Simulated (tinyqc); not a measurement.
Finite-difference solution of the diffusion equation on a small grid: one step, computed by the program tinyqc.

dC/dt = D d2C/dx2 on nodes x_j = j dx, j = 0..11; the far end is sealed.

Task: Time step 2. With r = D dt/dx^2: (1 - theta r M) C(new) = (1 + (1 - theta) r M) C(old); theta = 0 explicit, 1 implicit, 1/2 Crank-Nicolson.

Boundary at x = 0: sealed surface. Scheme: implicit.

operator M:
```
     0   1   2   3   4   5   6   7
0   -2   2   0   0   0   0   0   0
1    1  -2   1   0   0   0   0   0
2    0   1  -2   1   0   0   0   0
3    0   0   1  -2   1   0   0   0
4    0   0   0   1  -2   1   0   0
5    0   0   0   0   1  -2   1   0
6    0   0   0   0   0   1  -2   1
7    0   0   0   0   0   0   1  -2
8    0   0   0   0   0   0   0   1
9    0   0   0   0   0   0   0   0
10   0   0   0   0   0   0   0   0
11   0   0   0   0   0   0   0   0

     8   9  10  11
0    0   0   0   0
1    0   0   0   0
2    0   0   0   0
3    0   0   0   0
4    0   0   0   0
5    0   0   0   0
6    0   0   0   0
7    1   0   0   0
8   -2   1   0   0
9    1  -2   1   0
10   0   1  -2   1
11   0   0   2  -2
```

mesh ratio r = 1.28

C after step 1 (%): [49.45407, 60.45176, 70.78675, 58.29890, 29.24769, 15.64781, 6.63996, 2.81957, 1.20198, 0.52344, 0.25383, 0.18253]

Give: C after step 2.

Result:

C after step 2 (%): [55.605, 58.008, 58.501, 49.396, 33.337, 20.472, 11.375, 5.977, 3.047, 1.558, 0.876, 0.681]
